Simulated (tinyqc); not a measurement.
The square root of alpha at three temperatures: phonon-assisted absorption at an indirect gap.

alpha(E) = sum_j A_j [N_j (E - Eg + w_j)^2 + (N_j + 1)(E - Eg - w_j)^2], each bracket counted only where its base is positive; N_j = 1/(exp(w_j/kB T) - 1). The first term absorbs a phonon and the second emits one; excitons and direct transitions are left out.

Constants: kB = 8.617333262e-05 eV/K.

Inputs chosen for the exercise (out of a larger set: loosely those of SiGe at room temperature; Eg is not tied to T; not measured data):
- Eg = 0.941 eV (indirect gap, held fixed unless listed)
- w = (51.5, 14.6) meV (two zone-edge phonons)
- A = (4000, 560) 1/(cm eV^2) (their strengths)

The gap is held fixed, so only the phonon occupations change.

sqrt(alpha) (1/cm^(1/2)):
```
E - Eg (eV),77 K,150 K,300 K
-0.04,0.015,0.100,0.289
-0.02,0.041,0.274,0.792
0.00,0.139,0.508,1.354
0.02,0.333,0.856,2.037
0.04,0.793,1.402,2.886
0.07,1.956,2.640,4.492
0.10,3.868,4.569,6.675
0.15,7.234,8.065,10.695
0.20,10.640,11.638,14.856
0.30,17.479,18.839,23.298
0.45,27.755,29.680,36.052
0.60,38.037,40.534,48.838
```

How do the results move, and what explains it?

Below the gap only phonon absorption acts: at E - Eg = -0.02 eV sqrt(alpha) is 0.041, 0.274 and 0.792 at 77, 150 and 300 K. A straight line through the last two rows meets the axis at E - Eg = +0.0451, +0.0398 and +0.0270 eV: the intercept is roughly a weighted mean of the thresholds, not the gap, and it moves from the emission side towards Eg as the occupations grow. At the last row alpha grows by a factor 1.65 from the lowest to the highest temperature at fixed gap.

(tinyqc, `OMP_NUM_THREADS=1 python tinyqc.py 1680479 1680480 out.jsonl`, Intel(R) Xeon(R) Processor @ 2.30GHz, 1 thread, shared host, about 0.01 s.)
